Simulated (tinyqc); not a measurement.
# Metal gate on a two-layer dielectric stack with fixed charge and a dipole, step by step

tinyqc, about 0.01 s, one thread, Intel Xeon 2.30GHz (shared host): `OMP_NUM_THREADS=1 python tinyqc.py 2010021 2010022 out.jsonl` Printed values are rounded.

Gate, layer 2, layer 1, p-type semiconductor; x runs from the gate inwards. Charges are counted in units of +q. psi is the band bending at the surface, positive towards inversion. Classical charge, Boltzmann statistics, no interface traps.

Values chosen for this exercise; band and dielectric values close to those of germanium, layer 1 close to silicon dioxide, layer 2 close to aluminium oxide: temperature T = 300 K; band gap Eg = 0.661 eV; relative permittivity eps_r = 16.3; conduction-band density of states at T Nc = 1.05e19 cm^-3; valence-band density of states at T Nv = 6.1e18 cm^-3; electron affinity chi = 4.05 eV; acceptor density Na = 8.6e16 cm^-3; work function of the gate metal pM = 4.12 eV; thickness of layer 1, next to the semiconductor t1 = 1.2 nm; relative permittivity of layer 1 e1 = 3.88; thickness of layer 2, next to the gate t2 = 2 nm; relative permittivity of layer 2 e2 = 9.27; fixed charge at the semiconductor interface Q1 = 3e11 cm^-2; fixed charge between the layers Q2 = 6.5e11 cm^-2; uniform charge density in layer 1 r1 = 0 cm^-3; uniform charge density in layer 2 r2 = 2.9e18 cm^-3; flat-band shift by a dipole layer between the layers Vd = 0 V; band bending psi of the working point ps = 0.557 V.

Constants: q = 1.602176634e-19 C, kB = 1.380649e-23 J/K, Vt = kB T/q, eps0 = 8.8541878128e-14 F/cm where lengths are in cm. Results are converted to the units shown.

Range of the model: At the working point ps the carrier density at the surface is 1.3 times the band density of states, where degeneracy and quantisation, left out here, matter.

## Equivalent thickness and work-function difference

EOT = 3.9 (t1/e1 + t2/e2), Cox = eps0/(t1/e1 + t2/e2); phi_ms = pM - (chi + Eg - Vt ln(Nv/Na)).

EOT = 2.04761 nm
Cox = 1.68642 uF/cm^2
share of layer 1 in the EOT = 58.9070 %
phi_ms = -0.480827 V

## Flat-band voltage, term by term

EOT = 3.9 (t1/e1 + t2/e2), Cox = eps0/(t1/e1 + t2/e2); phi_ms = pM - (chi + Eg - Vt ln(Nv/Na)). Vfb = phi_ms + Vd - (q/eps0) [Q1 (t1/e1 + t2/e2) + Q2 t2/e2 + r1 (t1^2/(2 e1) + t1 t2/e2) + r2 t2^2/(2 e2)]: each charge counts with its electrical distance from the gate.

terms (V): phi_ms -0.480827, dipole 0.000000, Q1 -0.028501, Q2 -0.025376, r1 0.000000, r2 -0.011322
Vfb = -0.546026 V

Apart from phi_ms the largest term is that of Q1, -28.5 mV; all charges and the dipole together move Vfb by -65.2 mV.

## Threshold voltage

ni = sqrt(Nc Nv) exp(-Eg/(2 Vt)), Eg in volts, pB = Vt ln(Na/ni), Vth = Vfb + 2 pB + sqrt(4 q eps0 eps_r Na pB)/Cox.

ni = 2.24442e13 cm^-3
pB = 0.213307 V
depletion charge = 0.130258 uC/cm^2
Vth = -0.0421730 V

## Charge in the semiconductor

ni = sqrt(Nc Nv) exp(-Eg/(2 Vt)), Eg in volts. Qs = -sign(psi) sqrt(2 q eps0 eps_r Na Vt [exp(-u) + u - 1 + (ni/Na)^2 (exp(u) - u - 1)]), u = psi/Vt.

Qs = -0.424873 uC/cm^2

The surface is in strong inversion: psi exceeds 2 Vt ln(Na/ni) = 0.427 V.

## Fields and voltage drops

Gauss: D = -Qs just inside the semiconductor; going towards the gate subtract q Q1, then q r1 t1, q Q2 and q r2 t2. Field = D/(eps0 e); the drop over a layer is its mean field times its thickness; Vg = phi_ms + Vd + psi + both drops.

```
place                        D (uC/cm^2)  field (MV/cm)
layer 2, gate side              0.179740        0.21899
layer 2, inner side             0.272667        0.33220
layer 1, outer side             0.376808        1.09683
layer 1, semiconductor side     0.376808        1.09683
semiconductor surface           0.424873        0.29439
```

drop over layer 2 = 0.0551189 V
drop over layer 1 = 0.131620 V
Vg = 0.262912 V

The same Vg follows from Vfb + psi - Qs/Cox. The largest field, 1.10 MV/cm in size, is at: layer 1, outer side.
